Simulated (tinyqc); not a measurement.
# Energy and delay of logic against supply voltage: optimum supplies against the activity factor

One expression serves below and above threshold: I(Vg) = Ik [ln(1 + exp((Vg - VT + dd V)/(al nf Vt)))]^al, with I_on = I(V) and I_off = I(0). Gate delay td = kd C V/I_on, clock period LD td. Per gate and cycle the switching energy is act C V^2 and the leakage energy I_off V LD td. No short-circuit current, no variation. Minima are sought above 0.09 V; below a few Vt gates no longer switch and the model has no meaning.

V_min minimises the energy and V_EDP the product of energy and td.

Inputs (values chosen for the exercise); values of the order met in logic technologies:

| symbol | value | unit | meaning |
|---|---|---|---|
| T | 330 | K | temperature |
| VT | 0.38 | V | threshold voltage at zero drain bias |
| nf | 1.4 |  | slope factor |
| dd | 0.05 |  | barrier lowering per volt of supply |
| Ik | 1.2 | uA | specific current of a gate |
| al | 1.81 |  | exponent of the current law |
| C | 0.34 | fF | load capacitance of a gate |
| kd | 1 |  | delay factor |
| LD | 60 |  | logic depth |

Constants: q = 1.602176634e-19 C, kB = 1.380649e-23 J/K, Vt = kB T/q. Results are converted to the units shown.

Optimum supplies against the activity factor:

| act | V_min (V) | energy at V_min (aJ) | leakage share (%) | clock at V_min (MHz) | V_EDP (V) | clock at V_EDP (GHz) |
|---|---|---|---|---|---|---|
| 0.002 | 0.5250 | 0.3384 | 44.62 | 573.6 | 1.010 | 3.389 |
| 0.005 | 0.4627 | 0.5821 | 37.46 | 323.9 | 0.9580 | 3.072 |
| 0.01 | 0.4207 | 0.9100 | 33.86 | 197.7 | 0.9366 | 2.941 |
| 0.02 | 0.3818 | 1.451 | 31.70 | 114.4 | 0.9247 | 2.868 |
| 0.05 | 0.3331 | 2.729 | 30.86 | 51.32 | 0.9171 | 2.822 |
| 0.1 | 0.2972 | 4.396 | 31.71 | 26.44 | 0.9145 | 2.806 |
| 0.2 | 0.2609 | 7.009 | 33.95 | 12.99 | 0.9132 | 2.798 |
| 0.5 | 0.2104 | 12.53 | 39.95 | 4.675 | 0.9124 | 2.793 |

What does the comparison show?

As act goes from 0.002 to 0.5, V_min falls from 0.525 to 0.210 V, the energy there rises from 0.338 to 12.5 aJ, the clock there falls from 574 to 4.68 MHz and V_EDP falls from 1.01 to 0.912 V. act and LD enter V_min only through the ratio act/LD.

Program tinyqc, `OMP_NUM_THREADS=1 python tinyqc.py 2082101 2082102 out.jsonl`; Intel Xeon 2.30GHz, shared host, one thread, about 0.01 s.
